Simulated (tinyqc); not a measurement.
All-pass ring resonator: two steps of the calculation.

A ring of length L = 2 pi Rr coupled to one bus waveguide: round-trip amplitude a = 10^(-al L/20), self-coupling t = sqrt(1 - k2). At detuning d from the resonance the round-trip phase is p = 2 pi d/FSR and the transmission T = (a^2 - 2 a t cos p + t^2)/(1 - 2 a t cos p + a^2 t^2). Lossless coupler, linear absorption only.

Inputs (values chosen for the exercise); values close to those of silicon waveguides: cold resonance wavelength lam = 1550 nm; ring radius Rr = 15 um; group index ng = 4.37; propagation loss al = 10 dB/cm; power coupling k2 = 0.059; thermo-optic change of the effective index dT = 0.00019 1/K; thermal resistance Rt = 4 K/mW; share of the loss that heats the ring fa = 0.3; input power Pin = 0.18 mW; laser detuning from the cold resonance dl = 46 pm.

Constants: c = 299792458 m/s. Results are converted to the units shown.

Question 1. Resonance parameters. FSR = lam^2/(ng L), finesse F = pi sqrt(a t)/(1 - a t), FWHM = FSR/F, Q = lam/FWHM, Tmin = (a - t)^2/(1 - a t)^2, power build-up k2 a^2/(1 - a t)^2, optical bandwidth c/(lam Q).

Find: a; t; FSR; F; FWHM; Q; Tmin; build-up; bandwidth.

Answer 1.

a = 0.98921
t = 0.97005
FSR = 5.8333 nm
F = 76.142
FWHM = 76.610 pm
Q = 20232
Tmin = -6.4850 dB
build-up = 35.342
bandwidth = 9.5597 GHz

The ring is overcoupled; critical coupling needs k2 = 1 - a^2 = 0.0215.

Question 2. Thermal shift of the resonance. T is the transmission at d = dl - s, p = 2 pi d/FSR; out = (lam dT/ng) Rt fa (1 - T) Pin; s(new) = out.

s at the start = 0 pm
a = 0.98920798
t = 0.97005155
FSR = 5.8332533 nm

Wanted: d; T; out; s after iteration 1.

Answer 2.

d = 46.000 pm
T = 0.68247
out = 4.6221 pm
s after iteration 1 = 4.6221 pm

Program tinyqc, `OMP_NUM_THREADS=1 python tinyqc.py 2650026 2650027 out.jsonl`; Intel Xeon 2.30GHz, shared host, one thread, about 0.01 s.
